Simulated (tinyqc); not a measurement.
Barrier width: Kronig-Penney superlattice by transfer matrices.

Wells (width a, potential 0, mass mw) alternate with barriers (width b, height V0, mass mb); period d = a + b; c = hbar^2/2m0. The vector (psi, psi'/m) is continuous, and a layer of thickness t carries it by M = [[cos kt, (m/k) sin kt], [-(k/m) sin kt, cos kt]] with k = sqrt(m (E - V)/c); for E < V, k = i kappa gives [[cosh, (m/kappa) sinh], [(kappa/m) sinh, cosh]] of kappa t. A Bloch state obeys cos(q d) = tr(Mb Mw)/2.

Constants: hbar^2/2m0 = 3.80998211 eV angstrom^2.

Inputs chosen for the exercise (near those of a non-polar GaN superlattice with barriers of AlN; the results hold for these values, not for the real material):
- a = 26 angstrom (well width)
- V0 = 1.847 eV (barrier height)
- mw = 0.205 m0 (mass in the wells)
- mb = 0.309 m0 (mass in the barriers)
- bs = (3.5, 5.2, 7, 9.1, 11.2, 14, 17.5) angstrom (barrier widths)

First miniband against b. m_z = -2 c f'/d^2 with f = tr M/2 at the bottom of the band. E1 is the level of the single well, kappa1 its decay constant in the barrier.

First miniband:

| b (angstrom) | bottom (eV) | top (eV) | W (meV) | ln W | m_z (m0) |
|---|---|---|---|---|---|
| 3.5 | 0.1221 | 0.1963 | 74.14 | 4.306 | 0.320 |
| 5.2 | 0.1405 | 0.1801 | 39.58 | 3.678 | 0.472 |
| 9.1 | 0.1559 | 0.1653 | 9.361 | 2.237 | 1.39 |
| 11.2 | 0.1585 | 0.1628 | 4.306 | 1.460 | 2.62 |
| 14.0 | 0.1599 | 0.1614 | 1.529 | 0.424 | 6.28 |
| 17.5 | 0.1604 | 0.1608 | 0.4190 | -0.870 | 19.3 |

Give the missing row, b (angstrom) = 7.0.

Computed row:
```
b (angstrom)  bottom (eV)  top (eV)  W (meV)   ln W  m_z (m0)
7.0                0.1504    0.1707    20.35  3.013     0.757
```

E1 = 0.1606 eV
kappa1 = 0.3698 1/angstrom

W falls from 74.1 to 0.42 meV, and both edges close in on E1. The slope of ln W is -0.3692 per angstrom over the first two rows and -0.3698 over the last two, against -kappa1 = -0.3698: the width follows one power of the tunnelling amplitude once the wells couple weakly. m_z grows by a factor 60.2. Layers under about 10 angstrom are at the limit of envelope theory.

Program tinyqc; command `OMP_NUM_THREADS=1 python tinyqc.py 1252372 1252373 out.jsonl`; about 0.07 s on one thread of a shared Intel(R) Xeon(R) Processor @ 2.30GHz.
